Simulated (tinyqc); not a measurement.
Carrier statistics of a doped semiconductor with parabolic bands: one step. Effective densities of states. Four cases, with inputs chosen for the exercise.

Question. m_de = Mv^(2/3) (ml mt^2)^(1/3); m_dh = (mhh^(3/2) + mlh^(3/2))^(2/3); N = 2 (m kB T/(4 pi c))^(3/2) with c = hbar^2/2m0, in 1/angstrom^3; times 1e24 for 1/cm^3.

Constants: hbar^2/2m0 = 3.80998211 eV angstrom^2.

Case 1.

Values chosen (near those of Si; the results hold for these values, not for the real material): ml = 0.936 m0 (longitudinal electron mass); mt = 0.185 m0 (transverse electron mass); Mv = 6 (equivalent valleys); mhh = 0.53 m0 (heavy-hole mass); mlh = 0.151 m0 (light-hole mass).

kT = 0.01292600 eV

Case 2.

Values chosen (near those of Si; the results hold for these values, not for the real material): ml = 0.922 m0 (longitudinal electron mass); mt = 0.19 m0 (transverse electron mass); Mv = 6 (equivalent valleys); mhh = 0.542 m0 (heavy-hole mass); mlh = 0.154 m0 (light-hole mass).

kT = 0.03016067 eV

Case 3.

Values chosen (near those of SiC; the results hold for these values, not for the real material): ml = 0.312 m0 (longitudinal electron mass); mt = 0.402 m0 (transverse electron mass); Mv = 3 (equivalent valleys); mhh = 0.972 m0 (heavy-hole mass); mlh = 0.449 m0 (light-hole mass).

kT = 0.03016067 eV

Case 4.

Values chosen (near those of GaP; the results hold for these values, not for the real material): ml = 2.05 m0 (longitudinal electron mass); mt = 0.252 m0 (transverse electron mass); Mv = 3 (equivalent valleys); mhh = 0.791 m0 (heavy-hole mass); mlh = 0.143 m0 (light-hole mass).

kT = 0.00663535 eV

Give: m_de; m_dh; Nc; Nv.

Answer.

Case 1.

m_de = 1.0487 m0
m_dh = 0.5825 m0
Nc = 9.5277e+18 1/cm^3
Nv = 3.9439e+18 1/cm^3

The light holes supply 13.2 % of Nv, and Nc/Nv = 2.42.

Case 2.

m_de = 1.0621 m0
m_dh = 0.5954 m0
Nc = 3.4615e+19 1/cm^3
Nv = 1.4529e+19 1/cm^3

The light holes supply 13.2 % of Nv, and Nc/Nv = 2.38.

Case 3.

m_de = 0.7685 m0
m_dh = 1.1661 m0
Nc = 2.1302e+19 1/cm^3
Nv = 3.9817e+19 1/cm^3

The light holes supply 23.9 % of Nv, and Nc/Nv = 0.535.

Case 4.

m_de = 1.0542 m0
m_dh = 0.8310 m0
Nc = 3.5320e+18 1/cm^3
Nv = 2.4720e+18 1/cm^3

The light holes supply 7.1 % of Nv, and Nc/Nv = 1.43.

Computed by tinyqc, one run a case: `OMP_NUM_THREADS=1 python tinyqc.py N N+1 out.jsonl` with N = 1650721, 1650819, 1650872, 1650923; one thread of a shared Intel(R) Xeon(R) Processor @ 2.30GHz, about 0.02 s a run at most.
